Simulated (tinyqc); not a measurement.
Two-step dopant diffusion (predeposition and drive-in) with a constant diffusivity: one step, computed by the program tinyqc.

Fick diffusion into a half space x > 0 whose background doping C_B is of the opposite type, so that a junction lies where C = C_B.

Problem. Thermal budget with ramps. D = D0 exp(-E/(k_B T)). Temperatures in kelvin are T(C) + 273.15. One ramp between the stand-by temperature and T2 adds int D dT / rate (40-point Gauss-Legendre); the usual estimate counts it as an extra time k_B T2^2/(E rate) at T2. (Dt)2 = D2 t2 + two ramps, times in seconds.

Inputs (values chosen for the exercise, modelled on phosphorus in silicon):

| quantity | value | unit |
|---|---|---|
| prefactor D0 | 5.48 | cm^2/s |
| activation energy E | 3.69 | eV |
| predeposition temperature T1 | 875 | C |
| drive-in temperature T2 | 1000 | C |
| drive-in time t2 | 90 | min |
| ramp rate | 5 | C/min |
| stand-by temperature | 800 | C |

Furnace ramps of the drive-in: linear ramps.

D2 = 1.354800e-14 cm^2/s

Constants: k_B = 8.617333262e-05 eV/K.

Give: budget of one ramp; estimated extra time of one ramp; drive-in budget (Dt)2.

Solution.

budget of one ramp = 5.809e-12 cm^2

estimated extra time of one ramp = 7.571 min

drive-in budget (Dt)2 = 8.478e-11 cm^2

The integral equals 7.15 min at T2, against the estimate 7.57 min; both ramps make 14 % of the budget.
